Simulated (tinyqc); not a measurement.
Raman shift of the zone-centre optical phonon of a diamond-structure crystal under stress: one step, computed by the program tinyqc.

Axes x, y, z are the cube axes. Strain shifts the threefold optical mode and can split it; p, q and r are the phonon deformation potentials.

Task: Mean shift and Grueneisen parameter. gamma = -(p + 2q)/(6 omega_0^2); the mean of the three shifts is -gamma omega_0 x (volume strain).

Inputs (values chosen for the exercise, modelled on silicon): unstrained frequency omega_0 = 520.2 1/cm; p/omega_0^2 = -1.82; q/omega_0^2 = -2.2.

Stress state: hydrostatic. Axis: none.

volume strain = 24.43494 per mille

Give: mode Grueneisen parameter gamma; mean shift.

Result:

mode Grueneisen parameter gamma = 1.037

mean shift = -13.18 1/cm
